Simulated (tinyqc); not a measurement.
Three-level Kane dispersion of a narrow-gap semiconductor: sweeps and comparisons. A value that a table varies takes the place of the one given here.

Zero of energy at Gamma8, c = hbar^2/2m0, P^2 = Ep c. The free-electron term and remote bands are left out, so the heavy holes are flat at E = 0 and the other three bands obey E (E - Eg)(E + Dso) = P^2 k^2 (E + 2 Dso/3). The conduction band is the highest root; its edge is Ec = max(Eg, 0).

Degenerate electrons at T = 0: kF = (3 pi^2 n)^(1/3), 1 cm^-3 = 1e-24 angstrom^-3; EF is the highest root at kF. The momentum (cyclotron, optical) mass is m(E) = hbar^2 k/(dE/dk) = c d(k^2)/dE with d(k^2)/dE = k^2 [1/E + 1/(E - Eg) + 1/(E + Dso) - 1/(E + 2 Dso/3)]; the density of states is k d(k^2)/dE/(2 pi^2).

Edge mass m0* = Eg (Eg + Dso)/(Ep (Eg + 2 Dso/3)).
Constants: hbar^2/2m0 = 3.80998211 eV angstrom^2.

Parameters, chosen for this exercise (a narrow-gap II-VI alloy; not measured data): Eg = 0.274 eV (E(Gamma6) - E(Gamma8)); Dso = 0.98 eV (spin-orbit splitting); Ep = 19.7 eV (Kane energy); k = 0.016 1/angstrom (wave vector); n = 6.4e+17 cm^-3 (electron density).

## Filling the band

n from 1e15 to 1e19 cm^-3. The last column is the local power d ln(EF - Ec)/d ln n = kF^2/(1.5 (EF - Ec) d(k^2)/dE).

Results:
```
n (cm^-3)  kF (1/angstrom)  EF - Ec (meV)  parabolic (meV)   m(EF)  m(EF)/m0*  power
1.0e+15            0.00309            1.9              1.9  0.0191       1.01  0.662
1.0e+16            0.00667            8.7              9.0  0.0199       1.06  0.648
3.0e+16            0.00961           17.7             18.7  0.0210       1.12  0.631
1.0e+17            0.01436           37.2             41.8  0.0235       1.25  0.601
3.0e+17            0.02071           70.4             86.9  0.0275       1.46  0.562
1.0e+18            0.03094          134.5            193.9  0.0352       1.87  0.513
3.0e+18            0.04462          230.9            403.3  0.0464       2.47  0.472
1.0e+19            0.06665          398.0            899.9  0.0652       3.47  0.435
```

The power falls from 0.662 to 0.435: 2/3 marks a parabola, 1/3 a linear band. The parabola is within 10 % up to n = 3.0e+16 cm^-3. The mass has doubled by n = 3.0e+18 cm^-3 and ends at 3.5 times its edge value.

## Closing and inverting the gap

Eg is varied at fixed k, Dso and Ep. Edge mass: Eg (Eg + Dso)/(Ep (Eg + 2 Dso/3)) for Eg > 0, 3 |Eg|/(2 Ep) for Eg < 0. The Gamma6 weight of the conduction state is 1/(1 + P^2 k^2 [(2/3)/E^2 + (1/3)/(E + Dso)^2]).

Results:
```
Eg (eV)      m0*  highest root (eV)  middle (eV)  lowest (eV)  E - Ec (meV)  Gamma6 weight
-0.400   0.03046             0.0302      -0.4191      -0.9911          30.2          0.067
-0.200   0.01523             0.0521      -0.2438      -0.9883          52.1          0.175
-0.080   0.00609             0.0821      -0.1549      -0.9872          82.1          0.344
-0.020   0.00152             0.1063      -0.1196      -0.9867         106.3          0.468
0.020    0.00151             0.1268      -0.1004      -0.9864         106.8          0.555
0.080    0.00587             0.1638      -0.0777      -0.9861          83.8          0.675
0.200    0.01404             0.2553      -0.0499      -0.9855          55.3          0.833
0.400    0.02660             0.4340      -0.0294      -0.9847          34.0          0.934
```

The edge mass vanishes with |Eg| from both sides, yet the kinetic energy at this k stays finite, at most 106.8 meV in the table; at Eg = 0 the two-level form, without the split-off band, gives the linear value sqrt(2/3) P k = 113.2 meV. The Gamma6 weight of the conduction state goes smoothly from 0.07 to 0.93 and is 0.47 and 0.55 in the two rows next to Eg = 0: at finite k nothing jumps at the inversion.

## What each parameter does

Edge mass, EF - Ec and m(EF). Each row changes one parameter from the base and keeps the others.

Results:
```
case                m0* (m0)  EF - Ec (meV)  m(EF) (m0)
base                 0.01881         106.53     0.03191
n = 1.28e+18 cm^-3   0.01881         152.46     0.03735
Eg = 0.2329 eV       0.01618         115.48     0.03056
Dso = 1.127 eV       0.01900         105.52     0.03220
Ep = 22.655 eV       0.01635         118.97     0.02904
```

The largest shifts from the base row, up to three for each result and ties (the steps differ in size, so this ranks the rows, not the parameters). m0* (m0): Eg -0.00263, Ep -0.00245, Dso +0.00020; unchanged at the printed digits by n. EF - Ec (meV): n +45.92, Ep +12.44, Eg +8.94. m(EF) (m0): n +0.00544, Ep -0.00287, Eg -0.00135.

(tinyqc, `OMP_NUM_THREADS=1 python tinyqc.py 1050629 1050630 out.jsonl`, Intel(R) Xeon(R) Processor @ 2.30GHz, 1 thread, shared host, about 0.01 s.)
